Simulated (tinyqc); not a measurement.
Electrons shared among three sets of ellipsoidal valleys: one step. Effective densities of states. Three cases, with inputs chosen for the exercise.

Question. N_i = M_i times N = 2 (m kB T/(4 pi c))^(3/2) with c = hbar^2/2m0, in 1/angstrom^3; times 1e24 for 1/cm^3, with m = (ml mt^2)^(1/3).

Constants: hbar^2/2m0 = 3.80998211 eV angstrom^2; kB = 8.617333262e-05 eV/K.

Case 1.

Values chosen (masses and offsets near those of GaAs; mobilities are free inputs, held fixed; shifted at random, so the results belong to these values and not to a real crystal): ml = (0.069, 1.914, 1.286) m0 (longitudinal masses of Gamma, L, X); mt = (0.069, 0.0724, 0.2373) m0 (transverse masses); M = (1, 4, 3) (valleys in each set); T = 300 K.

Case 2.

Values chosen (masses and offsets near those of Si; mobilities are free inputs, held fixed; shifted at random, so the results belong to these values and not to a real crystal): ml = (0.878, 0.878, 1.765) m0 (longitudinal masses of Delta2, Delta4, L); mt = (0.1981, 0.1981, 0.1145) m0 (transverse masses); M = (2, 4, 4) (valleys in each set); T = 200 K.

Case 3.

Values chosen (masses and offsets near those of GaP; mobilities are free inputs, held fixed; shifted at random, so the results belong to these values and not to a real crystal): ml = (1.916, 1.251, 0.125) m0 (longitudinal masses of X, L, Gamma); mt = (0.2574, 0.1542, 0.125) m0 (transverse masses); M = (3, 4, 1) (valleys in each set); T = 500 K.

Give: kT; N_i.

Answer.

Case 1.

kT = 0.025852 eV

N_i (1/cm^3): Gamma 4.5483e+17, L 1.0054e+19, X 2.0259e+19

Case 2.

kT = 0.017235 eV

N_i (1/cm^3): Delta2 5.0710e+18, Delta4 1.0142e+19, L 8.3114e+18

Case 3.

kT = 0.043087 eV

N_i (1/cm^3): X 5.7713e+19, L 3.7249e+19, Gamma 2.3862e+18

Computed by tinyqc, one run a case: `OMP_NUM_THREADS=1 python tinyqc.py N N+1 out.jsonl` with N = 1651179, 1651314, 1651358; one thread of a shared Intel(R) Xeon(R) Processor @ 2.30GHz, about 0.01 s a run at most.
